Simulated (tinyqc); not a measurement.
The same layer on three faces: model-solid line-up of a strained alloy layer on a substrate.

All values of the alloy are linear in x but the gap, Eg(x) = (1 - x) Eg_A + x Eg_B - C x (1 - x), and the valence edge, Ev(x) = (1 - x) Ev_A + x Ev_B + fv C x (1 - x); Ec = Ev + Eg. Ev is the top of the unstrained valence band on a scale common to all materials. In the layer only the Gamma valley of the conduction band is followed, also where an X or L valley would lie lower.

Coherent growth: e_par = (a_s - a)/a. (001): e_perp = -2 (C12/C11) e_par; exx = eyy = e_par, ezz = e_perp, no shear. (111): e_perp = -(2 C11 + 4 C12 - 4 C44)/(C11 + 2 C12 + 4 C44) e_par; exx = eyy = ezz = (2 e_par + e_perp)/3 and exy = eyz = ezx = (e_perp - e_par)/3. (110): e_perp = -(C11 + 3 C12 - 2 C44)/(C11 + C12 + 2 C44) e_par; exx = eyy = (e_par + e_perp)/2, ezz = e_par, exy = (e_perp - e_par)/2, eyz = ezx = 0.

Strained edges: Ec + ac tr(e); the valence edges are Ev plus the levels of the 6 x 6 matrix of X, Y, Z times spin with -Dso/3 + l exx + m (eyy + ezz) on the diagonal (cyclic), n exy off it, l = av + 2 b, m = av - b, n = sqrt(3) d. Spin-orbit term (Dso/3) L.sigma on X, Y, Z with (L_k)_ij = -i epsilon_kij: <X+|H|Y+> = -i Dso/3, <X+|H|Z-> = Dso/3, <Y+|H|Z-> = -i Dso/3, <Z+|H|X-> = -Dso/3, <Z+|H|Y-> = i Dso/3, <X-|H|Y-> = i Dso/3, and their conjugates; + and - are the spin along z.

Parameters, chosen for this exercise (A near GaP, B near GaAs, substrate near GaP; shifted at random, so the results belong to these values and not to a real crystal): a = (5.447, 5.651) angstrom (lattice constant of A, B); Eg = (2.897, 1.533) eV (gap at Gamma to the s-like level of A, B); Dso = (0.081, 0.344) eV (spin-orbit splitting of A, B); Ev = (-1.26, -0.79) eV (top of the unstrained valence band of A, B); ac = (-8.18, -7.17) eV (conduction deformation potential of A, B); av = (1.69, 1.17) eV (valence hydrostatic potential of A, B); b = (-1.58, -1.98) eV (tetragonal shear potential of A, B); d = (-4.65, -4.86) eV (trigonal shear potential of A, B); C11 = (140.8, 122) GPa (of A, B); C12 = (61.3, 57.2) GPa (of A, B); C44 = (69.6, 59.5) GPa (of A, B); C = 0.169 eV (bowing of the gap); fv = 0 (share of the bowing taken by the valence edge); a_s = 5.447 angstrom (substrate); x = 0.52 (fraction of B).

Composition and substrate are kept.

Cases:
```
face
(001)
(111)
(110)
```

Rank the cases by gap (eV), lowest first.

Answer: (001), (110), (111).

Results:
```
face   e_perp (%)  tr(e) (%)  shift of Ec (meV)  shift of Ev (meV)  valence splitting (meV)  gap (eV)
(001)       1.725     -2.095              160.4               35.3                     86.9    2.2707
(111)       0.910     -2.911              222.8               36.2                     95.0    2.3322
(110)       1.077     -2.743              210.0               40.0                    101.3    2.3155
```

The layer yields most along the normal on (001) and least on (111), so the volume change, and with it the shift of Ec, is largest on (111). The valence splitting, set by b on (001), by d on (111) and by both on (110), is largest on (110). The gaps span 62 meV, from (001) to (111).

tinyqc: `OMP_NUM_THREADS=1 python tinyqc.py 1050978 1050979 out.jsonl`; about 0.02 s, one thread, shared Intel(R) Xeon(R) Processor @ 2.30GHz.
